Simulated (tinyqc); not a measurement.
# Inputs raised by 5 %, one at a time

Model: Haynes-Shockley experiment: drift, diffusion and decay of a minority-carrier pulse. Computed by tinyqc, a small Python program. Command: `OMP_NUM_THREADS=1 python tinyqc.py 3113273 3113274 out.jsonl haynes sens`. One thread of a shared host (Intel(R) Xeon(R) Processor @ 2.30GHz), about 0.02 s of CPU time with the checks.

A thin sheet of excess carriers is made at x = 0, t = 0 in a long uniform bar; injection is low, so the pulse moves with the minority mobility.

Inputs (values chosen for the exercise, modelled on holes in n-type germanium in a lightly doped bar):

| quantity | value | unit |
|---|---|---|
| minority mobility mu | 1810 | cm^2/(V s) |
| lifetime tau | 280 | microsecond |
| temperature T | 250 | K |
| field F | 20 | V/cm |
| distance d to the collector | 1 | cm |
| injected sheet density N0 | 1.7e+10 | 1/cm^2 |

Constants: k_B = 8.617333262e-05 eV/K.

Method:
- D = mu k_B T/e, v = mu F.
- Transit time d/v, diffusion length sqrt(D tau), drift length v tau, Peclet number v d/D = e F d/(k_B T).
- dn(x, t) = N0/sqrt(4 pi D t) exp(-(x - v t)^2/(4 D t) - t/tau).
- At fixed x the signal peaks where d ln(dn)/dt = 0: a t^2 + t/2 - x^2/(4 D) = 0 with a = v^2/(4 D) + 1/tau.
- The full width at half maximum is found by solving dn(x, t) = peak/2 on both sides of the peak.
- With w the full width at half maximum: mu = d/(F t_p); D = (w d)^2/(16 ln2 t_p^3); Einstein ratio D/mu against k_B T/e.

Runs:

| input moved | from | to | time of the peak t_p (microsecond) | peak density (1/cm^3) | apparent mobility (cm^2/(V s)) | apparent D (cm^2/s) |
|---|---|---|---|---|---|---|
| base run | - | - | 27.589 | 1.3244e+11 | 1812.3 | 39.065 |
| minority mobility mu (cm^2/(V s)) | 1810 | 1900.5 | 26.275 | 1.3306e+11 | 1902.9 | 41.018 |
| lifetime tau (microsecond) | 280 | 294 | 27.589 | 1.3306e+11 | 1812.3 | 39.065 |
| temperature T (K) | 250 | 262.5 | 27.587 | 1.2925e+11 | 1812.5 | 41.022 |
| field F (V/cm) | 20 | 21 | 26.277 | 1.3635e+11 | 1812.2 | 39.061 |
| distance d to the collector (cm) | 1 | 1.05 | 28.970 | 1.2861e+11 | 1812.2 | 39.061 |
| injected sheet density N0 (1/cm^2) | 1.7e+10 | 1.785e+10 | 27.589 | 1.3906e+11 | 1812.3 | 39.065 |

Exponents ln(y'/y) / ln(x'/x):

| input | time of the peak t_p | peak density | apparent mobility | apparent D |
|---|---|---|---|---|
| minority mobility mu | -1.000 | 0.096 | 1.000 | 1.000 |
| lifetime tau | 0.000 | 0.096 | 0.000 | 0.000 |
| temperature T | -0.001 | -0.500 | 0.001 | 1.002 |
| field F | -0.999 | 0.596 | -0.001 | -0.002 |
| distance d to the collector | 1.001 | -0.601 | -0.001 | -0.002 |
| injected sheet density N0 | 0.000 | 1.000 | 0.000 | 0.000 |

Among the inputs moved here: time of the peak t_p answers most in size to distance d to the collector (exponent +1.001), and about equally to minority mobility mu (-1.000), field F (-0.999); its exponent is below 0.0005 for lifetime tau, injected sheet density N0. Its exponent -0.999 in field F: pure drift, t = d/(mu F). Peak density answers most in size to injected sheet density N0 (exponent +1.000), next to distance d to the collector (-0.601). Its exponent +1.000 in injected sheet density N0: the equation is linear. Apparent mobility answers most in size to minority mobility mu (exponent +1.000); its exponent is below 0.0005 for lifetime tau, injected sheet density N0. Apparent D answers most in size to temperature T (exponent +1.002), and about equally to minority mobility mu (+1.000); its exponent is below 0.0005 for lifetime tau, injected sheet density N0.

Extremes, crossings and ranges named in words are read from the listed rows.
